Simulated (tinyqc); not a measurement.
Square-lattice Ising model by mean field, Bethe lattice, transfer matrix, exact enumeration and Monte Carlo steps: one step, computed by the program tinyqc.

H = -J sum over nearest pairs s_i s_j, s = +-1, no field, periodic boundaries; energies per site are in J. As a lattice gas or an alloy, s marks which species holds the site.

Task: Reduced coupling. K = J/(k_B T). Onsager: k_B T_c/J = 2/ln(1 + sqrt 2); mean field: 4; Bethe lattice with z = 4: 2/ln 2.

Inputs (values chosen for the exercise, for a model lattice): coupling J = 62.2 meV; temperature T = 1150 K.

Constants: k_B = 8.617333262e-05 eV/K.

Give: K; critical temperatures.

Result:

K = 0.62765

critical temperatures (K): exact 1637.9, Bethe 2082.7, mean field 2887.2

T lies below all three.
